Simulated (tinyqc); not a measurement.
Thickness series: Landau-Devonshire theory of a uniaxial ferroelectric. Computed by tinyqc, a small Python program. Command: `OMP_NUM_THREADS=1 python tinyqc.py 3019142 3019143 out.jsonl ferro walk`. One thread of a shared host (Intel(R) Xeon(R) Processor @ 2.30GHz), about 0.01 s of CPU time with the checks.

G(P) = (alpha/2) P^2 + (beta*/4) P^4 + (gamma/6) P^6 - E P per volume, SI units, one domain, P along the polar axis, which is normal to the film.

Inputs (values chosen for the exercise, for a model ferroelectric):
```
quantity                          value             unit
alpha_0                         1.5e+06      J m/(C^2 K)
Curie-Weiss temperature T0          450                K
beta                           6.78e+08        J m^5/C^4
gamma                          3.52e+09        J m^9/C^6
temperature T                       427                K
misfit strain u_m                -0.019                -
electrostriction Q12             -0.041          m^4/C^2
compliance s11 + s12            5.8e-12            m^2/N
film thickness d                     11               nm
screening length lambda          0.0045               nm
background permittivity eps_b        10                -
series capacitance C_d              2.4  microfarad/cm^2
```

Sample: epitaxial film.

Constants: eps_0 = 8.8541878128e-12 F/m.

Method:
- alpha = alpha_0 (T - T0*), with clamping: T0* = T0 + 4 Q12 u_m/(alpha_0 (s11 + s12)), beta* = beta + 4 Q12^2/(s11 + s12).
- Ps^2 = [-beta* + sqrt(beta*^2 - 4 alpha gamma)]/(2 gamma).
- chi = 1/(eps_0 G''), G'' = alpha + 3 beta* P^2 + 5 gamma P^4 at Ps. Ps, chi and the coercive field are for perfect screening, without a depolarising field. The intrinsic coercive field is |alpha P + beta* P^3 + gamma P^5| at the P_c where G'' = 0. 1 C/m^2 = 100 microcoulomb/cm^2.
- Between shorted electrodes with screening length lambda each, the depolarising field is -k P, k = 2 lambda/(eps_0 (d + 2 lambda eps_b)), so alpha turns into alpha + k.
- The polar state is the lowest uniform state while alpha + k < 0 (beta* > 0) or < 3 beta*^2/(16 gamma) (beta* < 0); setting the equality gives the critical thickness d_c.
- Domains are left out, though they can pre-empt both the loss of P and the state at P = 0. The second and third columns are for the shorted capacitor, polar only where it is the lowest uniform state: alpha + k < 0 (beta* > 0) or < 3 beta*^2/(16 gamma) (beta* < 0). The last column is another circuit, the film in series with C_d at P = 0: 1/C = (alpha d)/(1 + alpha eps_0 eps_b) + 1/C_d, and P = 0 is locally stable while 1/C > 0; a dash marks the rest.

alpha = -5.71741e+08 J m/C^2

beta* = 1.83731e+09 J m^5/C^4

critical thickness d_c = 1.68785 nm

spontaneous polarisation Ps = 46.8147 microcoulomb/cm^2

Against thickness:
```
d (nm)  P (microcoulomb/cm^2)  depolarising field (MV/m)  C of the stack / C_d
1                       0.000                       0.00                1.0147
2                      20.723                     100.79                1.0298
3                      33.056                     108.74                1.0453
5                      39.486                      78.85                1.0779
8                      42.477                      53.37                1.1307
15                     44.587                      30.03                1.2768
30                     45.723                      15.45                1.7655
60                     46.274                       7.83                7.5306
150                    46.600                       3.16                     -
```

What does the comparison show, and why?

The polar state appears between 1 and 2 nm (d_c = 1.69 nm), and at 150 nm P is 99.5 % of Ps. The stack exceeds C_d wherever it is stable, up to 7.53 times: the ferroelectric held at P = 0 acts as a negative capacitance.

Extremes, crossings and ranges named in words are read from the listed rows.
